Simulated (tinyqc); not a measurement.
Inside a calculation: free-carrier optics of a doped semiconductor (Drude model with one polar phonon). Values are carried at full precision from step to step, so a last printed digit may differ when a step is redone from the rounded ones.

eps(E) = ei [1 - Ep^2/(E^2 + i E Gam)] + (es - ei) wT^2/(wT^2 - E^2 - i E gT), with Ep^2 = 8 pi c (e^2/(4 pi eps0)) N/(m ei), c = hbar^2/2m0, N in 1/angstrom^3 (1e-24 per 1/cm^3); Gam = hbar/tau, tau = mu m m0/e with m0/e = 5.685630e-12 kg/C and mu in m^2/(V s). Energies in meV.

Constants: hbar^2/2m0 = 3.80998211 eV angstrom^2; e^2/(4 pi eps0) = 14.39964547 eV angstrom; hbar = 6.58211957e-16 eV s; hbar c = 1973.269805 eV angstrom.

Inputs chosen for the exercise (mass and dielectric values near those of InSb; N and mu are free inputs; interband absorption and the rise of the mass with filling are left out; the results hold for these values, not for the real material): N = 2.6e+16 1/cm^3 (carrier density); m = 0.0149 m0 (conductivity mass); mu = 9600 cm^2/(V s) (mobility); ei = 16.04 (high-frequency dielectric constant); wT = 22.6 meV (TO phonon); es = 17.17 (static dielectric constant); gT = 0.3 meV (phonon damping); E = 14.3 meV (photon energy).

## Plasma energy and damping

Evaluate Ep, tau, Gam, the plasma wavelength hc/Ep (hc = 1239.841984 eV nm) and the dc resistivity 1/(e N mu), e = 1.602176634e-19 C.

Ep = 12.2475 meV
tau = 81.33 fs
Gam = 8.0934 meV
plasma wavelength = 101.23 micrometre
rho = 0.0250 ohm cm

Ep/Gam = 1.51: the edge is smeared by scattering.

## Dielectric function at one energy

Insert the numbers.

free-carrier term = -8.9115+5.0436i
eps = 9.0126+5.0700i

## Optical constants

n + i k = sqrt(eps1 + i eps2) with k >= 0; R = ((n - 1)^2 + k^2)/((n + 1)^2 + k^2) at normal incidence from vacuum; alpha = 2 E k/(hbar c), times 1e8 for 1/cm; loss function Im(-1/eps) = eps2/(eps1^2 + eps2^2).

Convert eps at the photon energy E (in meV) into the optical constants.

n = 3.1107
k = 0.8149
R = 0.2915
alpha = 1.18e+03 1/cm

Light of this energy penetrates 1/alpha = 8.47 micrometre.

## Coupled plasmon-phonon modes

Without damping eps = 0 gives E^4 - (wL^2 + Ep^2) E^2 + Ep^2 wT^2 = 0 with wL = wT sqrt(es/ei) (Lyddane-Sachs-Teller).

wL = 23.38 meV

L-, L+ (meV): 11.70  23.66

L+ lies 0.28 meV above the larger of wL and Ep; L- lies below wT by 10.90 meV.

## Checks

- Integral of E eps2 of the free-carrier term against (pi/2) ei Ep^2 (meV^2): both 3779.4.

(tinyqc, `OMP_NUM_THREADS=1 python tinyqc.py 1650184 1650185 out.jsonl`, Intel(R) Xeon(R) Processor @ 2.30GHz, 1 thread, shared host, about 0.01 s.)
